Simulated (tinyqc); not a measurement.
## Effect of surface-potential fluctuations

The band bending varies over the area as a Gaussian of deviation ss (in units of Vt), so Gp/w = q Dit times the Gaussian mean of ln(1 + y^2)/(2 y), y = x exp(-u), u of deviation ss, x = w tau at the mean bending. Listed: the x of the peak, its height over q Dit, the Dit that the rule Gp/w = 0.40237 q Dit would give, and Gp/w at five times the peak frequency over the peak.

Values chosen for this exercise:
- Dit = 6.7e12 cm^-2 eV^-1 (interface trap density)

Constants: q = 1.602176634e-19 C. Results are converted to the units shown.

Result of one run:
```
ss,x at the peak,height/(q Dit),peak Gp/w (nF/cm^2),apparent Dit (cm^-2 eV^-1),ratio at 5 f_peak
2,2.426,0.2370,254.4,3.946e12,0.8258
```

What becomes of these results when the deviation of the band bending over Vt ss is changed from 2 to 2.5, all else the same?

Result of the changed run:
```
ss,x at the peak,height/(q Dit),peak Gp/w (nF/cm^2),apparent Dit (cm^-2 eV^-1),ratio at 5 f_peak
2.5,2.489,0.2050,220.1,3.414e12,0.8679
```

The whole series:
```
ss,x at the peak,height/(q Dit),peak Gp/w (nF/cm^2),apparent Dit (cm^-2 eV^-1),ratio at 5 f_peak
0,1.980,0.4024,431.9,6.700e12,0.5767
0.5,2.075,0.3766,404.2,6.270e12,0.6096
1,2.222,0.3259,349.8,5.426e12,0.6883
1.5,2.340,0.2772,297.5,4.615e12,0.7665
2,2.426,0.2370,254.4,3.946e12,0.8258
2.5,2.489,0.2050,220.1,3.414e12,0.8679
3,2.535,0.1797,192.9,2.992e12,0.8976
3.5,2.569,0.1593,171.0,2.653e12,0.9189
```

The height falls from 0.402 to 0.159 and the ratio at five times the peak frequency rises from 0.577 to 0.919: the peak grows lower and wider, as patches with different time constants add. The uncorrected rule understates Dit by a factor of 2.53 in the last row; the width ratio gives ss and so the correction.

Numbers from tinyqc (`OMP_NUM_THREADS=1 python tinyqc.py 2030164 2030165 out.jsonl`; about 0.02 s on one thread of a shared Intel Xeon 2.30GHz).
